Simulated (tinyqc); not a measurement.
Ion-assisted plasma etching: sheath, surface coverage, synergy and aspect-ratio dependence: one step, computed by the program tinyqc.

Radicals adsorb on bare sites; ions remove covered sites with a high yield and bare sites by sputtering; a slow spontaneous reaction acts everywhere, walls included.

Problem. Sheath and ion angles. Debye length lambda_D = sqrt(eps_0 T_e/(e n_s)) with n_s = 0.61 n_e, T_e in volts; Child-law sheath d = (sqrt2/3) lambda_D (2 V/T_e)^(3/4); ion energy E = V + T_e/2; angular spread = arctan(sqrt(T_i/E)).

Inputs (values chosen for the exercise, close to those used for silicon in a halogen plasma):
```
quantity                    value    unit
plasma density n_e        1.6e+11  1/cm^3
electron temperature T_e      4.7      eV
sheath voltage V              290       V
ion temperature T_i          0.11      eV
```

Feature: long trench.

Constants: eps_0 = 8.8541878128e-12 F/m; e = 1.602176634e-19 C.

Give: Debye length; sheath thickness; ion energy E; angular spread.

Solution.

Debye length = 51.59 um

sheath thickness = 900.4 um

ion energy E = 292.35 eV

angular spread = 1.111 degrees
